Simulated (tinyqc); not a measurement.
Undoped gate-all-around wire MOSFET, analytic charge model: effect of the temperature.

An undoped round wire of radius R under an insulator shell and a surrounding gate; long channel, electrons only, n = ni exp((psi - V)/Vt) with V the quasi-Fermi potential (0 at the source, Vd at the drain), constant mobility, no quantisation. The radial Poisson equation gives n(r) = n(0)/(1 - (1 - b) r^2/R^2)^2 with b = Q0/(Q + Q0). Q is the electron charge per area of the wire surface.

Nc and Nv are given at 300 K and scale as (T/300 K)^1.5; Eg and mu are held fixed. ni = sqrt(Nc Nv) exp(-Eg/(2 Vt)), Eg in volts; Cox = eps0 eox/(R ln(1 + tox/R)); Q0 = 4 eps0 eps_r Vt/R; V0 = dphi + Vt ln[8 eps0 eps_r Vt/(q ni R^2)]. Q solves Vg - V0 - V = Q/Cox + Vt ln(Q/Q0) + Vt ln(1 + Q/Q0). I = mu (2 pi R/L)[2 Vt (Qs - Qd) + (Qs^2 - Qd^2)/(2 Cox) + Vt Q0 ln((Qd + Q0)/(Qs + Q0))], with Qs at V = 0 and Qd at V = Vd.  I(low) is taken at Vg = 0.45 V, Qs and I(high) at Vg = 1.2 V.

Values chosen for this exercise; material values close to those of silicon:
- Eg = 1.1 eV (band gap)
- eps_r = 11.6 (relative permittivity of the semiconductor)
- Nc = 2.83e19 cm^-3 (conduction-band density of states at the reference temperature)
- Nv = 2.67e19 cm^-3 (valence-band density of states at the reference temperature)
- eox = 8.62 (relative permittivity of the gate insulator)
- tox = 4.7 nm (insulator thickness)
- R = 10 nm (wire radius)
- dphi = 0.23 V (gate work function less that of the intrinsic body)
- mu = 180 cm^2/(V s) (channel mobility)
- L = 0.5 um (gate length)
- Vd = 0.1 V (drain voltage)

Constants: q = 1.602176634e-19 C, kB = 1.380649e-23 J/K, Vt = kB T/q, eps0 = 8.8541878128e-14 F/cm where lengths are in cm. Results are converted to the units shown.

Results:
```
T (K)	V0 (V)	I(low) (nA)	Qs(high) (nC/cm^2)	I(high) (uA)
220	0.7255	1.626e-5	764.9	1.527
280	0.7077	0.001225	773.2	1.550
310	0.6986	0.005889	779.0	1.565
340	0.6893	0.02185	785.6	1.582
370	0.6800	0.06649	793.0	1.600
400	0.6705	0.1732	801.1	1.620
430	0.6610	0.3984	809.8	1.642
```

Estimate the missing row, T = 250 K.

Computed row:
```
T (K)	V0 (V)	I(low) (nA)	Qs(high) (nC/cm^2)	I(high) (uA)
250	0.7167	1.799e-4	768.4	1.537
```

With this row back in the table: As T goes from 220 to 430 K, I(low) rises from 1.63e-5 to 0.398 nA and I(high) rises from 1.53 to 1.64 uA. V0 falls from 0.725 to 0.661 V. In every row the surface density at the source at the higher gate voltage passes 0.3 Nc, where Boltzmann statistics fail. In every row the mobility is held fixed, though a real one changes with T.

Program tinyqc, `OMP_NUM_THREADS=1 python tinyqc.py 2460174 2460175 out.jsonl`; Intel Xeon 2.30GHz, shared host, one thread, about 0.03 s.
